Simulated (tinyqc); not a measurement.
Four-point probe on a layer of finite thickness.

Four collinear probes with spacing s on a wide layer of thickness w over an insulator: V/I = (rho/(2 pi s)) S, S = 1 + 4 sum_(k>=1) {[1 + (2 k w/s)^2]^(-1/2) - [4 + (2 k w/s)^2]^(-1/2)}. Thin-film reading rho = (pi/ln 2) w V/I times the factor F1 = 2 ln 2/((w/s) S); bulk reading rho = 2 pi s V/I times 1/S; closed estimate F1 = ln 2/ln[sinh(w/s)/sinh(w/(2 s))]. x = w/s.

Result of one run:
```
S          F1     1/S  estimate of F1
1.197  0.7719  0.8352          0.7285
```

Which ratio w/s x gave this result: 0.3, 0.4, 0.8, 1.5 or 5?

x = 1.5.

The whole series:
```
x        S      F1     1/S  estimate of F1
0.3  4.621   1.000  0.2164          0.9841
0.4  3.467  0.9995  0.2884          0.9721
0.6  2.330  0.9918  0.4293          0.9399
0.8  1.793  0.9662  0.5576          0.8989
1    1.504  0.9215  0.6647          0.8523
1.5  1.197  0.7719  0.8352          0.7285
2    1.094  0.6337  0.9142          0.6151
3    1.031  0.4484  0.9703          0.4476
5    1.007  0.2753  0.9931          0.2765
```

F1 falls from 1.000 to 0.275 while 1/S rises from 0.216 to 0.993. Among the rows the thin-film formula is good to 1 % up to w/s = 0.6 and the bulk formula from w/s = 5 on. The closed estimate is within 7.6 % of the series.

Program tinyqc, `OMP_NUM_THREADS=1 python tinyqc.py 2850122 2850123 out.jsonl`; Intel Xeon 2.30GHz, shared host, one thread, about 0.04 s.
